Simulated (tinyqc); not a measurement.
Mesh and choice of bands: charge neutrality level from zone-averaged pseudopotential bands.

Empirical pseudopotential on the fcc lattice, atoms at +/- tau, tau = a (1,1,1)/8, no spin-orbit coupling. H(G,G') = c (2 pi/a)^2 |k + G|^2 delta + VS(q) cos(q.tau) + i VA(q) sin(q.tau), q = G - G', c = hbar^2/2m0; k and G in units of 2 pi/a; VS at |q|^2 = 3, 8, 11 and VA at 3, 4, 11, in rydberg, zero elsewhere. At each k the basis holds all G with |k + G|^2 up to 16; energies are counted from the fourth level at Gamma.

Mesh: k = sum_i (n_i + 1/2)/N b_i, n_i = 0 ... N - 1, b = (-1,1,1), (1,-1,1), (1,1,-1); points with the same sorted |kx|, |ky|, |kz| after folding to the shortest k + G are joined, with their count as weight. Neutrality (branch-point) level: E_N = (1/2) mean over k of [E5 + (E3 + E4)/2], E_n the n-th level from below.

Constants: hbar^2/2m0 = 3.80998211 eV angstrom^2; Ry = 13.60569312 eV.

Values chosen for the exercise (out of a larger set: classic local form factors of the size used for GaP, without spin-orbit coupling; not measured data):
- a = 5.436 angstrom (lattice constant)
- VS = (-0.217, 0.029, 0.07) Ry (symmetric form factors)
- VA = (0.12, 0.071, 0.019) Ry (antisymmetric form factors)

E_N with E5 alone, and with (E5 + E6)/2 in its place.

Results:

| N | joined points | E_N (eV) | E_N, two conduction bands (eV) |
|---|---|---|---|
| 1 | 1 | 0.8012 | 1.5157 |
| 2 | 2 | 0.5837 | 1.2739 |
| 3 | 6 | 0.8417 | 1.2119 |
| 4 | 10 | 0.8159 | 1.2162 |
| 5 | 19 | 0.8212 | 1.2072 |

For scale, the lowest gap of this set is 2.07 eV. Against N = 5 the errors are -20, -237, +21 and -5 meV for N = 1 to 4 (N = 1 is the L point alone). Taking the second conduction band in moves E_N by +0.39 eV, more than the mesh error at N = 2: the definition, not the mesh, limits the estimate. Local form factors place the indirect gaps only to a few tenths of an eV, and E_N moves with them.

(tinyqc, `OMP_NUM_THREADS=1 python tinyqc.py 1880523 1880524 out.jsonl`, Intel(R) Xeon(R) Processor @ 2.30GHz, 1 thread, shared host, about 0.08 s.)
